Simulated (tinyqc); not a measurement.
Growth of a silicide layer between metal and silicon: linear-parabolic kinetics, ramp anneals and Kissinger analysis. Changing the temperature T. Computed by tinyqc, a small Python program. Command: `OMP_NUM_THREADS=1 python tinyqc.py 3012802 3012803 out.jsonl silicide sweep`. One thread of a shared host (Intel(R) Xeon(R) Processor @ 2.30GHz), about 0.05 s of CPU time with the checks.

One compound layer of thickness x grows by diffusion through itself and reaction at an interface, dx/dt = 1/(2x/K + 1/v), until the metal is used up at x = a h.

Inputs (values chosen for the exercise, modelled on TiSi2): metal thickness h = 5.9 nm; silicide formed per metal thickness a = 2.51; prefactor of the parabolic constant K = 8.3e+10 nm^2/s; activation energy E of K = 1.73 eV; prefactor of the interface velocity v = 5.7e+10 nm/s; activation energy E_v = 1.9 eV; time t = 23 s.

Constants: k_B = 8.617333262e-05 eV/K.

Method:
- The silicide ends at the thickness a h.
- K = K0 exp(-E/(k_B T)), v = v0 exp(-E_v/(k_B T)).
- Temperatures in kelvin are T(C) + 273.15.
- x^2/K + x/v = t, so x = (K/(2v)) [sqrt(1 + 4 v^2 t/K) - 1], capped at a h; completion time t_c = (a h)^2/K + a h/v, a h being the final thickness; crossover thickness K/v.

One run for each value:
```
temperature T (C)  completion time (s)  thickness at time t (nm)  crossover thickness (nm)
595                             57.002                     7.863                    14.128
615                             33.039                    11.621                    13.423
635                             19.627                    14.809                    12.783
655                             11.931                    14.809                    12.198
675                              7.410                    14.809                    11.663
695                              4.696                    14.809                    11.173
735                              1.994                    14.809                    10.305
755                              1.333                    14.809                     9.920
```

Give the missing row, temperature T (C) = 715.

Computed row:
```
temperature T (C)  completion time (s)  thickness at time t (nm)  crossover thickness (nm)
715                              3.033                    14.809                    10.721
```

Interpolating between the two neighbouring rows (linearly) misses most in completion time (s), by 10 %. Over the rows, completion time (s) falls from 57.0 to 1.33; thickness at time t (nm) rises from 7.86 to 14.8, flat over part of the range; crossover thickness (nm) falls from 14.1 to 9.92. The apparent activation energy of 1/t_c is 1.81 eV between the first rows and 1.80 eV between the last, between E and E_v.

Caution (all rows): a disilicide really forms through metal-rich phases and by nucleation, not as one layer from the metal.

Extremes, crossings and ranges named in words are read from the listed rows.
